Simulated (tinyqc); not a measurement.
What each parameter does: quasiparticle equation with a plasmon-pole self-energy for two band edges.

For each edge E = e + X + Sc(E), with the correlation part Sc(E) = A[0]/(E - a + w) + A[1]/(E - b - w); a and b are the valence and conduction energies that enter the Green function (a = ev, b = ec in the one-shot scheme). Z = 1/(1 - dSc/dE), dSc/dE = -A[0]/(E - a + w)^2 - A[1]/(E - b - w)^2.

Values chosen for the exercise (scales of the order of those of HfO2; shifted at random, so the results belong to these values and not to a real crystal): ev = 0 eV (mean-field valence top); ec = 4.05 eV (mean-field conduction edge); w = 14.8 eV (pole energy); Av = (26.7, 15.4) eV^2 (weights of the valence state on the hole and electron poles); Ac = (12.9, 27.1) eV^2 (the same for the conduction state); Xv = -2.22 eV (exchange minus the mean-field potential, valence); Xc = 2.04 eV (the same, conduction).

Exact one-shot edges and Z of the valence state there.

Results for these values:

| case | Ev (eV) | Ec (eV) | gap (eV) | Z |
|---|---|---|---|---|
| base | -1.0517 | 4.8165 | 5.8683 | 0.8474 |

What happens to each result for Xc = 2.14 eV, all else kept?

Answer: Ev does not change at the printed digits; Ec rises from 4.8165 to 4.9019; gap rises from 5.8683 to 5.9536; Z does not change at the printed digits.

The same for each parameter in turn:

| case | Ev (eV) | Ec (eV) | gap (eV) | Z |
|---|---|---|---|---|
| base | -1.0517 | 4.8165 | 5.8683 | 0.8474 |
| w = 15.54 eV | -1.1131 | 4.8795 | 5.9927 | 0.8590 |
| Xv = -2.32 eV | -1.1364 | 4.8165 | 5.9529 | 0.8463 |
| Xc = 2.14 eV | -1.0517 | 4.9019 | 5.9536 | 0.8474 |
| ec = 4.15 eV | -1.0485 | 4.9137 | 5.9621 | 0.8477 |
| Av = (28.04, 15.4) eV^2 | -0.9696 | 4.8165 | 5.7861 | 0.8433 |
| Ac = (12.9, 28.46) eV^2 | -1.0517 | 4.7342 | 5.7859 | 0.8474 |

(tinyqc, `OMP_NUM_THREADS=1 python tinyqc.py 1850521 1850522 out.jsonl`, Intel(R) Xeon(R) Processor @ 2.30GHz, 1 thread, shared host, about 0.02 s.)
